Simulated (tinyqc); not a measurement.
Length of a polyene: Hueckel, PPP and singles CI along the polyenes. Computed by the program tinyqc. 

All-trans chains of carbon centres 1.40 angstrom apart:
```
parameter,value
"beta (eV), times 1 +/- alternation",-2.120000
alternation,0.050000
W (eV),11.160000
gamma_rr (eV),10.030000
repulsion formula,MN
```

Hueckel uses the same beta without repulsion; CIS keeps all single excitations and so misses the low, doubly excited 2Ag state. W is the valence ionisation energy of a centre, MN the Mataga-Nishimoto formula, f the oscillator strength.

Gaps and excitations (eV):
```
centres,Hueckel gap,PPP orbital gap,bright singlet (CIS),f,lowest triplet (CIS)
2,4.4520,9.5301,6.9279,0.5940,1.9761
4,2.8724,7.4130,4.9363,0.9583,1.2191
6,2.1525,6.3455,3.9948,1.3500,0.8796
8,1.7452,5.7041,3.4371,1.7196,0.6954
10,1.4843,5.2793,3.0677,2.0657,0.5831
12,1.3033,4.9800,2.8066,2.3914,0.5094
```

The Hueckel gap tends to 4 x alternation x |beta| = 0.42 eV for long chains. Exchange opens the PPP orbital gap, and the attraction of electron and hole brings the bright state 2.17 eV below it at 12 centres; the triplet lies 2.30 eV lower still.
